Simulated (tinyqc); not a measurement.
Electroplating on a thin resistive seed layer: kinetics, Wagner number and the terminal effect across a wafer. Changing the wafer radius R. Computed by tinyqc, a small Python program. Command: `OMP_NUM_THREADS=1 python tinyqc.py 3120668 3120669 out.jsonl terminal sweep`. One thread of a shared host (Intel(R) Xeon(R) Processor @ 2.30GHz), about 0.06 s of CPU time with the checks.

Current enters the seed at the rim. The bath is treated as a local resistance per area (no lateral flow in the liquid), two electrons per ion, molar volume 7.11 cm^3/mol, Faraday constant F = e N_A, kinematic viscosity 0.01 cm^2/s, omega = 2 pi x rpm/60; k_B T/e is in volts.

Inputs (values chosen for the exercise, of the order of those for copper plating from an acid sulfate bath): seed thickness t = 19 nm; seed resistivity = 23 microohm cm; bath conductivity kappa = 0.076 S/cm; gap to the anode h = 11 cm; extra resistance of a porous plate = 60 ohm cm^2; exchange current density i_0 = 0.29 mA/cm^2; cathodic transfer coefficient alpha = 0.47; mean current density = 21 mA/cm^2; diffusivity of the metal ion = 4.8e-06 cm^2/s; metal ion concentration = 0.79 mol/L; rotation rate = 100 rpm; temperature T = 298 K.

Constants: e = 1.602176634e-19 C; N_A = 6.02214076e+23 1/mol; k_B = 8.617333262e-05 eV/K.

Method:
- Growth rate = i V_m/(2 F). Levich limit i_L = 0.62 x 2 F D^(2/3) omega^(1/2) nu^(-1/6) c. Tafel overpotential eta = (k_B T/(alpha e)) ln(i/i_0); kinetic resistance k_B T/(alpha e i); bath resistance h/kappa + plate; R_s = resistivity/t; Wagner number = kinetic resistance x kappa/R.
- Linearised: with R_t = kinetic + bath resistance the current density obeys (1/r)(r i')' = i R_s/R_t, so i = A I_0(r/l), l = sqrt(R_t/R_s); with x = R/l, edge/centre = I_0(x) and edge/mean = x I_0(x)/(2 I_1(x)).
- Voltage drop in the seed for a uniform current: i R_s R^2/4.
- Full model: seed potential phi(r) with (1/r)(r phi')' = R_s i, where i solves phi = R_b i + (k_B T/(alpha e)) ln(i/i_0) (phi being the driving voltage left at r); phi'(0) = 0 and phi'(R) = R_s i_mean R/2. Solved by collocation to a tolerance of 1e-7.

One run for each value:
```
wafer radius R (cm)  edge over centre, full model  edge over centre, linear  drop for uniform current (mV)
2.5                                         1.093                     1.093                            397
7.5                                         2.005                     2.006                           3575
10.0                                        3.082                     3.087                           6355
15.0                                        8.103                     8.195                          14299
22.5                                       37.461                    40.319                          32174
```

Give the missing row, wafer radius R (cm) = 5.0.

Computed row:
```
wafer radius R (cm)  edge over centre, full model  edge over centre, linear  drop for uniform current (mV)
5.0                                         1.399                     1.400                           1589
```

Interpolating between the two neighbouring rows (the first column on a logarithmic scale, the others too where they are positive) misses by up to 15 %. Over the rows, edge over centre, full model rises from 1.09 to 37.5 (exponent d ln y / d ln x 0.36 between the first rows and 3.8 between the last); edge over centre, linear rises from 1.09 to 40.3 (exponent d ln y / d ln x 0.36 between the first rows and 3.9 between the last); drop for uniform current (mV) rises from 397 to 32200 (exponent d ln y / d ln x about 2.0 throughout).
